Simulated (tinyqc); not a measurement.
Quantum-confined Stark effect in a modulator well: one step. Estimate for hard walls. Four cases, with inputs chosen for the exercise.

Problem. Second order: each level moves by -C m (e F)^2 L^4/(2c), C = (15/pi^2 - 1)/(24 pi^2), c = hbar^2/2m0, 1 kV/cm = 1e-5 eV/angstrom. It holds while e F L is no more than about twice 3 c pi^2/(m L^2).

Constants: hbar^2/2m0 = 3.80998211 eV angstrom^2.

Give: Estimate.

Case 1.

Values chosen (near those of a Ge well in SiGe, direct gap; not measured data): L = 98 angstrom (well width); me = 0.0433 m0 (electron, well); mh = 0.214 m0 (heavy hole along z, well); F = 43 kV/cm (field).

Solution.

Estimate:
```
carrier     shift (meV)  e F L over the level spacing
electron          -0.21                          0.16
heavy hole        -1.05                          0.77
```

The hole, 4.9 times heavier, carries 83 % of the estimated shift; for hard walls second order errs by about 2 % at a ratio of 1 and 13 % at 3.

Case 2.

Values chosen (near those of a GaAs well in AlGaAs; not measured data): L = 64 angstrom (well width); me = 0.0685 m0 (electron, well); mh = 0.344 m0 (heavy hole along z, well); F = 97 kV/cm (field).

Solution.

Estimate:
```
carrier     shift (meV)  e F L over the level spacing
electron          -0.31                          0.15
heavy hole        -1.56                          0.78
```

The hole, 5.0 times heavier, carries 83 % of the estimated shift; for hard walls second order errs by about 2 % at a ratio of 1 and 13 % at 3.

Case 3.

Values chosen (near those of an InGaAsP well in InP; not measured data): L = 112 angstrom (well width); me = 0.0516 m0 (electron, well); mh = 0.354 m0 (heavy hole along z, well); F = 68 kV/cm (field).

Solution.

Estimate:
```
carrier     shift (meV)  e F L over the level spacing
electron          -1.08                          0.44
heavy hole        -7.42                          3.00
```

The hole, 6.9 times heavier, carries 87 % of the estimated shift; for hard walls second order errs by about 2 % at a ratio of 1 and 13 % at 3.

Case 4.

Values chosen (near those of a Ge well in SiGe, direct gap; not measured data): L = 98 angstrom (well width); me = 0.0413 m0 (electron, well); mh = 0.2 m0 (heavy hole along z, well); F = 36 kV/cm (field).

Solution.

Estimate:
```
carrier     shift (meV)  e F L over the level spacing
electron          -0.14                          0.12
heavy hole        -0.69                          0.60
```

The hole, 4.8 times heavier, carries 83 % of the estimated shift; for hard walls second order errs by about 2 % at a ratio of 1 and 13 % at 3.

Computed by tinyqc, one run a case: `OMP_NUM_THREADS=1 python tinyqc.py N N+1 out.jsonl` with N = 1250611, 1250721, 1250726, 1250926; one thread of a shared Intel(R) Xeon(R) Processor @ 2.30GHz, about 0.1 s a run at most.
